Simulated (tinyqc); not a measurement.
Hot carriers by balance equations with a heated Maxwellian: one step, computed by the program tinyqc. Command: `OMP_NUM_THREADS=1 python tinyqc.py 3004629 3004630 out.jsonl hot walk`. One thread of a shared host (Intel(R) Xeon(R) Processor @ 2.30GHz), about 0.01 s of CPU time with the checks.

The carriers follow a Maxwellian at an electron temperature T_e, slightly displaced; the drift energy is neglected against k_B T_e. The balance averages the rate, not the time, so mu_0 lies below the relaxation-time value.

Task: Drift velocity. Parabolic band: E = hbar^2 k^2/(2 m), speed v = hbar k/m, states per spin, volume and energy g(E) = m k/(2 pi^2 hbar^2). Masses are multiplied by m_0 and all formulas are in SI units. Phonon occupation N_q = 1/(exp(hbar w/(k_B T)) - 1). Acoustic deformation potential (elastic, equipartition, absorption and emission together): 1/tau = 2 pi k_B T D_A^2 g(E)/(hbar rho v_l^2). Optical or intervalley deformation potential: 1/tau = (pi Z_f D_o^2/(rho w)) [N_q g(E + hbar w) + (N_q + 1) g(E - hbar w)], with g = 0 below the band edge. Averages over the Maxwellian, <y> = int y x^(1/2) exp(-x) dx / int x^(1/2) exp(-x) dx with x = E/(k_B T_e), split at x_0 = hbar w/(k_B T_e): 64 Gauss-Legendre points in sqrt(x) below it and 128 in sqrt(x - x_0) above it, up to x = 32. Momentum balance: mu(T_e) = e/(m nu), nu = <x (sum of rates)>/<x>. Power lost per carrier: P(T_e) = hbar w <emission rate - absorption rate> + <(2 m v_l^2/(k_B T)) (E - 2 k_B T) acoustic rate>. v = mu(T_e) F; warm-carrier coefficient (mu/mu_0 - 1)/F^2.

Inputs (values chosen for the exercise, modelled on electrons in diamond):
```
quantity                                          value       unit
effective mass m                                  0.486        m_0
density rho                                        3515     kg/m^3
sound velocity v_l                                18600        m/s
acoustic deformation potential D_A                  8.9         eV
phonon energy hbar w                                146        meV
optical or intervalley deformation potential D_o    7.5  1e8 eV/cm
final valleys Z_f                                     5          -
lattice temperature T                               300          K
electric field F                                   0.62      kV/cm
```

Band: parabolic. Solver: damped fixed point.

electron temperature T_e = 314.1253 K

low-field mobility mu_0 = 3993.059 cm^2/(V s)

Constants: k_B = 8.617333262e-05 eV/K; k_B = 1.380649e-23 J/K; e = 1.602176634e-19 C; hbar = 1.054571817e-34 J s; m_0 = 9.1093837015e-31 kg; hbar = 6.582119569e-16 eV s.

Give: mobility mu(T_e); drift velocity; mu/mu_0; (mu/mu_0 - 1)/F^2.

Result:

mobility mu(T_e) = 3763 cm^2/(V s)

drift velocity = 0.2333 1e7 cm/s

mu/mu_0 = 0.9424

(mu/mu_0 - 1)/F^2 = -0.1499 cm^2/kV^2

Caution: the drift energy m v^2/2 is not small against the heating (3/2) k_B (T_e - T), so T_e - T is rough.
